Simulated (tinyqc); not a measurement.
Hall factor, magnetoresistance and optical conductivity for a power-law relaxation time: one step, computed by the program tinyqc. Command: `OMP_NUM_THREADS=1 python tinyqc.py 3018528 3018529 out.jsonl magneto walk`. One thread of a shared host (Intel(R) Xeon(R) Processor @ 2.30GHz), about 0.01 s of CPU time with the checks.

One spherical parabolic band, tau(E) = tau_0 x^s with x = E/(k_B T). Landau quantisation is left out.

Problem. Limits. mu = e <tau>/m; weak field r_H = <tau^2>/<tau>^2 and MR = c (mu B)^2, c = <tau^3>/<tau>^3 - r_H^2; strong field r_H = 1 and MR = <tau> <1/tau> - 1.

Inputs (values chosen for the exercise, with a mass close to that of electrons in InAs): effective mass m = 0.022 m_0; tau_0 = 56 fs; temperature T = 500 K.

<tau>/tau_0 = 4.513863

<tau^2>/tau_0^2 = 39.37909

<tau^3>/tau_0^3 = 541.6834

<1/tau> tau_0 = 0.7520897

Constants: e = 1.602176634e-19 C; m_0 = 9.1093837015e-31 kg.

Give: drift mobility mu; weak-field Hall factor; coefficient c; saturation MR.

Solution.

drift mobility mu = 20209 cm^2/(V s)

weak-field Hall factor = 1.933

coefficient c = 2.154

saturation MR = 239.5 %
